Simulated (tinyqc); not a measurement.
Hopping conduction between localised states: one step, computed by the program tinyqc. Command: `OMP_NUM_THREADS=1 python tinyqc.py 3021707 3021708 out.jsonl hop walk`. One thread of a shared host (Intel(R) Xeon(R) Processor @ 2.30GHz), about 0.01 s of CPU time with the checks.

Energies are counted from the Fermi level. A small network shows the mechanism; the laws of an infinite system follow.

Task: Kirchhoff solution. Site 1 is held at potential 1 and site 7 at 0; Kirchhoff's law sum_j G_ij (u_i - u_j) = 0 fixes the others; G = sum_j G_1j (1 - u_j). G_ij = G_0 exp(-s_ij).

Inputs (values chosen for the exercise, for a model amorphous semiconductor): conductance scale G_0 = 1 microsiemens; temperature T = 50 K.

Dimension: 3D.

s_ij:
```
          1         2         3         4         5         6         7
1   0.00000   5.58871   8.56923  12.27512  13.73722  18.69954  21.44132
2   5.58871   0.00000   6.47387   9.71587  13.35727  16.51999  20.65747
3   8.56923   6.47387   0.00000   6.14192   8.75855  12.40302  15.35616
4  12.27512   9.71587   6.14192   0.00000   6.86888   9.74392  13.84976
5  13.73722  13.35727   8.75855   6.86888   0.00000   5.64810   7.83941
6  18.69954  16.51999  12.40302   9.74392   5.64810   0.00000   5.32523
7  21.44132  20.65747  15.35616  13.84976   7.83941   5.32523   0.00000
```

Give: potentials; conductance G; -ln(G/G_0).

Result:

potentials: 1.000  0.898  0.666  0.507  0.177  0.078  0.000

conductance G = 4.493e-04 microsiemens

-ln(G/G_0) = 7.708
